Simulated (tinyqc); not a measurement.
Electromigration in a confined line: Blech product, Korhonen stress evolution and Black's law: one step, computed by the program tinyqc. Command: `OMP_NUM_THREADS=1 python tinyqc.py 3023360 3023361 out.jsonl emigr walk`. One thread of a shared host (Intel(R) Xeon(R) Processor @ 2.30GHz), about 0.01 s of CPU time with the checks.

The electron wind pushes atoms from the cathode (x = 0) to the anode (x = L); blocking ends build a back stress (tension positive). The input rho is taken not to change with temperature. d sigma/dt = d/dx [kappa (d sigma/dx + G)], with zero flux at both ends and sigma = sigma_0 at t = 0.

Problem. Steady state and Blech product. At steady state sigma(x) = sigma_0 + G (L/2 - x). A void forms only if the cathode stress reaches sigma_c, that is if j L exceeds (j L)_c = 2 Omega (sigma_c - sigma_0)/(Z* e rho). Time scale tau = L^2/kappa.

Inputs (values chosen for the exercise, close to those used for aluminium lines): resistivity rho = 3.37 micro-ohm cm; atomic volume Omega = 16.6 angstrom^3; effective charge number Z* = 4.4; critical stress sigma_c = 410 MPa; initial stress sigma_0 = 120 MPa; current density j = 0.61 MA/cm^2; line length L = 17 um; test temperature T = 230 C.

Start: thermal stress.

stress gradient G = 8.730010 MPa/um

kappa = 1.569775e-12 m^2/s

Constants: e = 1.602176634e-19 C.

Give: steady cathode stress; j L; critical product (j L)_c; tau.

Solution.

steady cathode stress = 194.2 MPa

j L = 1037 A/cm

critical product (j L)_c = 4053 A/cm

tau = 0.05114 h

j L is 0.256 times the critical product: the back stress stops the flux first, and the line is immortal in this model.
